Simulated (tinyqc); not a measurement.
Worked calculation: Hueckel theory of the pi electrons with the omega technique, for the molecule [CH2]c1ccccn1 (SMILES; centres numbered as the heavy atoms are written). One step of it, computed by the program tinyqc.

Question. Omega technique, round 2. h_r = h_r(0) + omega q_r, omega = 1, with q_r = z_r - P_rr; 0.3 of the old diagonal is kept.

Hueckel matrix in units of beta (H = alpha + beta A):
```
          1C        2C        3C        4C        5C        6C        7N
1C  0.000000  1.000000  0.000000  0.000000  0.000000  0.000000  0.000000
2C  1.000000  0.000000  1.000000  0.000000  0.000000  0.000000  1.000000
3C  0.000000  1.000000  0.000000  1.000000  0.000000  0.000000  0.000000
4C  0.000000  0.000000  1.000000  0.000000  1.000000  0.000000  0.000000
5C  0.000000  0.000000  0.000000  1.000000  0.000000  1.000000  0.000000
6C  0.000000  0.000000  0.000000  0.000000  1.000000  0.000000  1.000000
7N  0.000000  1.000000  0.000000  0.000000  0.000000  1.000000  0.500000
```

charge and bond-order matrix P:
```
           1C         2C         3C         4C         5C         6C         7N
1C   0.980044   0.636622   0.027135  -0.113551  -0.006598  -0.109938  -0.028337
2C   0.636622   0.978851   0.522905   0.020342  -0.223338  -0.039301   0.517737
3C   0.027135   0.522905   0.976973   0.704485   0.019050  -0.293884  -0.008125
4C  -0.113551   0.020342   0.704485   0.981210   0.633616   0.036752  -0.291331
5C  -0.006598  -0.223338   0.019050   0.633616   0.983226   0.637565  -0.026264
6C  -0.109938  -0.039301  -0.293884   0.036752   0.637565   0.960220   0.696662
7N  -0.028337   0.517737  -0.008125  -0.291331  -0.026264   0.696662   1.139475
```

Centres:
```
centre  z_r, pi electrons of the neutral centre         h
1C                                            1  0.000000
2C                                            1  0.000000
3C                                            1  0.000000
4C                                            1  0.000000
5C                                            1  0.000000
6C                                            1  0.000000
7N                                            1  0.500000
```

Give: matrix after round 2.

Answer.

matrix after round 2:
```
        1C      2C      3C      4C      5C      6C      7N
1C  0.0213  1.0000  0.0000  0.0000  0.0000  0.0000  0.0000
2C  1.0000  0.0222  1.0000  0.0000  0.0000  0.0000  1.0000
3C  0.0000  1.0000  0.0217  1.0000  0.0000  0.0000  0.0000
4C  0.0000  0.0000  1.0000  0.0210  1.0000  0.0000  0.0000
5C  0.0000  0.0000  0.0000  1.0000  0.0122  1.0000  0.0000
6C  0.0000  0.0000  0.0000  0.0000  1.0000  0.0471  1.0000
7N  0.0000  1.0000  0.0000  0.0000  0.0000  1.0000  0.3545
```
